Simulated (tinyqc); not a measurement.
From results back to parameters: two-level Kane dispersion of a narrow-gap semiconductor. Two cases, with inputs chosen for the exercise.

Problem. In the two-level Kane model E = Eg/2 + sqrt(Eg^2/4 + (2/3) Ep c k^2), c = hbar^2/2m0, and the momentum mass is m(k) = (3/(2 Ep)) sqrt(Eg^2 + (8/3) Ep c k^2). It is given at the Fermi wave vectors kF = (3 pi^2 n)^(1/3) of two densities (1 cm^-3 = 1e-24 angstrom^-3).

Constants: hbar^2/2m0 = 3.80998211 eV angstrom^2.

Case 1.

Values chosen (out of a larger set: near those of InSb; not measured data): n12 = (1.9e+15, 7.3e+17) cm^-3 (two densities).

masses at the two densities (m0): 0.01485566  0.03055979

Case 2.

Values chosen (out of a larger set: near those of InAs; not measured data): n12 = (1.2e+16, 1.9e+18) cm^-3 (two densities).

masses at the two densities (m0): 0.02889109  0.04776857

Find: kF^2; Ep; edge mass; |Eg|.

Solution. m^2 = m0*^2 + (6 c/Ep) kF^2 is a straight line in kF^2: the slope gives Ep, the intercept the edge mass, and |Eg| = (2/3) Ep m0*. The sign of Eg does not enter. The two-level form takes Dso as infinite, which overstates the mass where Dso is not large against Eg.

Case 1.

kF^2 (1/angstrom^2): 1.4682e-05  0.00077594

Ep = 24.4 eV
edge mass = 0.01439 m0
|Eg| = 0.234 eV

Case 2.

kF^2 (1/angstrom^2): 5.0165e-05  0.0014682

Ep = 22.4 eV
edge mass = 0.02799 m0
|Eg| = 0.418 eV

Computed by tinyqc, one run a case: `OMP_NUM_THREADS=1 python tinyqc.py N N+1 out.jsonl` with N = 1080720, 1080761; one thread of a shared Intel(R) Xeon(R) Processor @ 2.30GHz, about 0.01 s a run at most.
